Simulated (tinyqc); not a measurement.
Smearing for a one-band metal on the square lattice: sweeps and comparisons. A value that a table varies takes the place of the one given here.

Lattice vectors (units of a): a1 = (1, 0), a2 = (0, 1). E(k) = -t A_1(k) - t2 A_2(k), A_m the sum of cos(k . R) over the 4 nearest and 4 second lattice vectors. Mesh k = sum (j_i/N) b_i, j_i = 0 .. N-1.

With x = (E_k - mu)/sigma: Fermi-Dirac f = 1/(1 + exp(x)), s = -f ln f - (1 - f) ln(1 - f); Gaussian f = erfc(x)/2, s = exp(-x^2)/(2 sqrt(pi)); Methfessel-Paxton (first order) f = erfc(x)/2 - x exp(-x^2)/(2 sqrt(pi)), s = (1 - 2 x^2) exp(-x^2)/(4 sqrt(pi)); cold (Marzari-Vanderbilt) with y = x + 1/sqrt(2), f = erfc(y)/2 + exp(-y^2)/sqrt(2 pi), s = y exp(-y^2)/sqrt(2 pi). With weights w = points/N^d (d the dimension), mu solves 2 sum w f = ne; E = 2 sum w f E_k, S = 2 sum w s, F = E - sigma S.

With x = (E_k - mu)/sigma: Gaussian f = erfc(x)/2, s = exp(-x^2)/(2 sqrt(pi)); Methfessel-Paxton (first order) f = erfc(x)/2 - x exp(-x^2)/(2 sqrt(pi)), s = (1 - 2 x^2) exp(-x^2)/(4 sqrt(pi)). With weights w = points/N^d (d the dimension), mu solves 2 sum w f = ne; E = 2 sum w f E_k, S = 2 sum w s, F = E - sigma S.

With x = (E_k - mu)/sigma: Methfessel-Paxton (first order) f = erfc(x)/2 - x exp(-x^2)/(2 sqrt(pi)), s = (1 - 2 x^2) exp(-x^2)/(4 sqrt(pi)). With weights w = points/N^d (d the dimension), mu solves 2 sum w f = ne; E = 2 sum w f E_k, S = 2 sum w s, F = E - sigma S.

Inputs chosen for the exercise:
```
symbol  value  unit  meaning
t       1.24   eV    nearest hopping
t2      0.33   eV    second hopping
ne      1.16         electrons per cell
N       6            unshifted mesh
sigma   0.62   eV    width
```

## Error of each scheme against the width

All on the dense mesh N = 200. The reference is F of first-order Methfessel-Paxton smearing with sigma = 0.05 t on the mesh N = 200; it moves by 0.00 meV on the mesh N = 250, so errors below a few times that are not resolved.

Errors (meV per cell):
```
sigma (eV)     FD F  FD (E+F)/2  Gauss F  Gauss (E+F)/2   MP F  cold F
0.124        -11.60       -0.45    -1.80           0.02   0.03   -0.14
0.186        -25.06       -1.56    -4.08           0.00   0.03   -0.41
0.248        -42.79       -3.30    -7.21          -0.12  -0.08   -0.87
0.372        -89.74       -8.65   -15.83          -0.69  -0.61   -2.31
0.496       -150.29      -16.78   -27.31          -1.66  -1.55   -4.45
0.744       -305.41      -43.27   -57.98          -4.76  -4.54  -10.72
0.992       -496.45      -84.63   -97.95          -9.28  -8.93  -19.61
```

reference = -1.89481 eV

What does this show?

Doubling sigma from 0.248 to 0.496 eV multiplies the error of F by 3.5 (Fermi-Dirac) and 3.8 (Gaussian); a pure sigma^2 term would give 4. At the smallest width Fermi-Dirac errs 6.4 times as much as Gaussian, against 2 pi^2/3 = 6.6 for the ratio of the sigma^2 terms at equal sigma. At the largest width the sizes of the errors rank MP F 8.9, Gauss (E+F)/2 9.3, cold F 19.6, FD (E+F)/2 84.6, Gauss F 97.9, FD F 496.4 meV; the reference is good to about 0.01 meV.

## Mesh against width

Gaussian smearing, (E + F)/2. The reference is F of first-order Methfessel-Paxton smearing with sigma = 0.05 t on the mesh N = 200; it moves by 0.00 meV on the mesh N = 250, so errors below a few times that are not resolved.

Errors (meV per cell):
```
N   sigma = 0.05 t  sigma = 0.15 t  sigma = 0.4 t
4           -85.21          -87.65         -92.74
8           -20.97          -21.27         -14.25
12            4.47            3.73           0.67
16            3.30            2.01          -1.57
24            1.27            0.25          -1.66
48            0.09            0.00          -1.66
```

reference = -1.89481 eV

How do the results move?

First N from which the value stays within 2 meV of its last entry (which need not be the best one): 24 for sigma = 0.05 t, 24 for sigma = 0.15 t, 16 for sigma = 0.4 t. At the last mesh the errors are +0.09, 0.00 and -1.66 meV. The widest smearing converges sooner with the mesh than the narrowest, at the price of a bias that the last row shows. The smallest error belongs to 0.05 t on 1, 0.15 t on 2, 0.4 t on 3 of the 6 meshes.

## What moves the results of Methfessel-Paxton (first order) smearing

All sums formed anew. Each row changes one parameter from the base and keeps the others.

Results:
```
case             mu (eV)   E (eV)        S   F (eV)
base              0.8300  -1.9385  -0.0242  -1.9235
N = 12            1.1616  -1.8838   0.0205  -1.8965
sigma = 1.24 eV   1.0091  -1.9134  -0.0022  -1.9107
ne = 1.26         1.4999  -1.8087  -0.0087  -1.8033
t2 = 0.454 eV     0.9995  -1.9499  -0.0403  -1.9249
t = 1.364 eV      0.8199  -2.1274  -0.0169  -2.1169
```

What can be read from the table?

The largest shifts from the base row, up to three for each result and ties (the steps differ in size, so this ranks the rows, not the parameters). mu (eV): ne +0.6699, N +0.3316, sigma +0.1790. E (eV): t -0.1889, ne +0.1298, N +0.0547. S: N +0.0447, sigma +0.0221, t2 -0.0161. F (eV): t -0.1935, ne +0.1201, N +0.0269.

(tinyqc, `OMP_NUM_THREADS=1 python tinyqc.py 1651848 1651849 out.jsonl`, Intel(R) Xeon(R) Processor @ 2.30GHz, 1 thread, shared host, about 0.07 s.)
